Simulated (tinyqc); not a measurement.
# Channel mobility from two channel lengths

Question. Two power MOSFETs differ only in channel length: R_on = R_rest + Lc (Wp + a)/(2 mch Cox Vov), Cox = 3.9 eps0/tox. Find mch and R_rest.

Values chosen for this exercise: gate oxide thickness (eps_r 3.9) tox = 37 nm; gate overdrive Vov = 13 V; width of the p body in one cell, channels included Wp = 4.3 um; gap between neighbouring p bodies a = 2.5 um.

Constants: eps0 = 8.8541878128e-14 F/cm where lengths are in cm. Results are converted to the units shown.

R_on at Lc = 0.59 and 1.5 um (mohm cm^2): [1.9133703, 3.5072127]

Solution. R_on is a straight line in Lc; its slope gives mch and its intercept the rest.

mch = 16.00 cm^2/(V s)
R_rest = 0.8800 mohm cm^2

Computed by the program tinyqc: `OMP_NUM_THREADS=1 python tinyqc.py 2230123 2230124 out.jsonl`, one thread of a shared Intel Xeon 2.30GHz, about 0.01 s for the whole run.
